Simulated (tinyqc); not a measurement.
Inside a calculation. Model: resistance of a source-drain extension with a graded tip.

Computed by the program tinyqc: `OMP_NUM_THREADS=1 python tinyqc.py 2282093 2282094 out.jsonl`, one thread of a shared Intel Xeon 2.30GHz, about 0.03 s for the whole run. Printed values are rounded.

y runs along the channel, the gate covers y > 0. The doping is N0 for y < y0 and N0 10^(-(y - y0)/la) beyond, uniform over the depth xj. Sheet conductance s(y) = q mu(N) max(N - Nch, 0) xj + (for y > 0) ma Cox Vo, with mu(N) = u0 + (u1 - u0)/(1 + (N/Nr)^au) and Cox = eps0 eox/tox. Current is taken as one-dimensional; depletion of the tip, spreading and the contact are left out. The metallurgical junction lies at yj, where N = Nch.

Inputs (values chosen for the exercise); mobility law close to that of electrons in silicon: relative permittivity of the gate insulator (close to silicon dioxide) eox = 3.9; insulator thickness tox = 1.3 nm; active doping of the extension far from the gate N0 = 2.1e20 cm^-3; lateral abruptness la = 3.5 nm/decade; position under the gate where the fall begins (gate edge at 0) y0 = 3.4 nm; depth of the extension xj = 7 nm; channel doping Nch = 3.7e18 cm^-3; gate overdrive Vo = 0.38 V; mobility of the gate-induced layer ma = 130 cm^2/(V s); mobility at low doping u1 = 1414 cm^2/(V s); mobility at high doping u0 = 68.5 cm^2/(V s); reference doping Nr = 9.2e16 cm^-3; exponent au = 0.711; gate length Lg = 50 nm.

Constants: q = 1.602176634e-19 C, eps0 = 8.8541878128e-14 F/cm where lengths are in cm. Results are converted to the units shown.

## Sheet resistances and junction position

yj = y0 + la log10(N0/Nch); sheet resistance of the full extension 1/[q mu(N0)(N0 - Nch) xj] and of the gate-induced layer 1/(ma Cox Vo); metallurgical length Lg - 2 yj; ye is where the doped and the gate-induced conductances are equal.

yj = 9.539061 nm
sheet resistance of the extension = 584.1739 ohm/square
sheet resistance of the induced layer = 7620.844 ohm/square
metallurgical length = 30.92188 nm
ye = 7.411349 nm
N at ye = 1.500098e19 cm^-3

The gate takes over 2.13 nm before the junction, where N is still 4.05 times the channel doping.

## Resistance of the overlapped part

Midpoint rule on 10 equal steps from 0 to yj: R_ov = sum h/s(y), per width.

| point | y (nm) | N (cm^-3) | doped conductance (uS) | sheet resistance (ohm/square) |
|---|---|---|---|---|
| 0 | 0.4769531 | 2.1e20 | 1711.819 | 542.5824 |
| 1 | 1.430859 | 2.1e20 | 1711.819 | 542.5824 |
| 2 | 2.384765 | 2.1e20 | 1711.819 | 542.5824 |
| 3 | 3.338672 | 2.1e20 | 1711.819 | 542.5824 |
| 4 | 4.292578 | 1.167339e20 | 973.7385 | 905.0121 |
| 5 | 5.246484 | 6.232359e19 | 535.4511 | 1499.992 |
| 6 | 6.200390 | 3.327422e19 | 293.8982 | 2352.292 |
| 7 | 7.154296 | 1.776492e19 | 157.1967 | 3467.217 |
| 8 | 8.108202 | 9.484592e18 | 75.61179 | 4834.869 |
| 9 | 9.062108 | 5.063771e18 | 21.73292 | 6538.000 |

R_ov = 20.764 ohm um

The exact integral is 20.873 ohm um; the coarse sum is 0.52 % below it.
